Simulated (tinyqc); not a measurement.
# From gamma_th at V0 back to Grueneisen parameter gamma_TA

Model: quasi-harmonic thermal expansion with mode Grueneisen parameters. Computed by tinyqc, a small Python program. Command: `OMP_NUM_THREADS=1 python tinyqc.py 3014993 3014994 out.jsonl qha inv`. One thread of a shared host (Intel(R) Xeon(R) Processor @ 2.30GHz), about 0.05 s of CPU time with the checks.

A crystal with two atoms a cell; per atom there are 1 transverse acoustic (TA), 1/2 longitudinal acoustic (LA) and 3/2 optical (O) modes. Every frequency of group i scales as nu_i (V/V0)^(-gamma_i). Each group has one frequency. Static energy: E = (9 V0 B0/16) [y^3 B' + y^2 (2 - 4 y)], y = (V0/V)^(2/3) - 1, with pressure P_s = (3 B0/2) (z^7 - z^5) [1 + (3/4)(B' - 4)(z^2 - 1)], z = (V0/V)^(1/3).

Inputs (values chosen for the exercise, modelled on magnesium oxide):
```
quantity,value,unit
static volume V0,9.34,angstrom^3/atom
static bulk modulus B0,161,GPa
frequency nu_TA,8.36,THz
frequency nu_LA,13.6,THz
frequency nu_O,15,THz
Grueneisen parameter gamma_LA,1.4,-
Grueneisen parameter gamma_O,1.6,-
temperature T,80,K
```

Acoustic groups: Einstein.

Constants: h x 1 THz = 4.135667696 meV; k_B = 8.617333262e-05 eV/K; 1 eV/angstrom^3 = 160.2176634 GPa.

Method:
- For a mode with x = h nu/(k_B T), n = 1/(exp(x) - 1): U = h nu (n + 1/2), C/k_B = x^2 n (n + 1); U_i and C_i sum these over group i with its weight per atom.
- Phonon pressure P_ph = sum_i gamma_i U_i/V.
- gamma_th = sum gamma_i C_i / sum C_i; volume expansion coefficient alpha_V = gamma_th C k_B/(B0 V0); linear coefficient alpha_V/3; first-order volume change P_ph/B0.

Question. A run gave the result below. Find the Grueneisen parameter gamma_TA, known to lie between 1 and 2.8.

gamma_th at V0 = 1.522916

Answer.

Each step takes the trial c = (a f_b - b f_a)/(f_b - f_a), f being the result less the target and a, b, c the logarithms of the listed values; c replaces end b, the old b replaces a if the sign of f changed, and otherwise f_a is halved.

Scan of the range:
```
Grueneisen parameter gamma_TA,gamma_th at V0
1.00,1.06619
1.19,1.23211
1.41,1.42424
1.67,1.65129
1.99,1.93074
2.36,2.25385
2.80,2.63809
```

False position (Illinois rule, in the logarithm of the input) inside the bracket:
```
step,end a,end b,trial,gamma_th at V0
1,1.41000,1.67000,1.51762,1.51822
2,1.67000,1.51762,1.52276,1.52270
3,1.67000,1.52276,1.52322,1.52311
4,1.52276,1.52322,1.52300,1.52292
5,1.52322,1.52300,1.52300,1.52292
```

gamma_th at V0 rises at every point of a 13-point scan of the range (every second point is shown), so one value fits; it is bracketed by 1.41 and 1.67. The scan shows a straight line, so linear interpolation between any two rows gives the answer at once. Answer: Grueneisen parameter gamma_TA = 1.523.
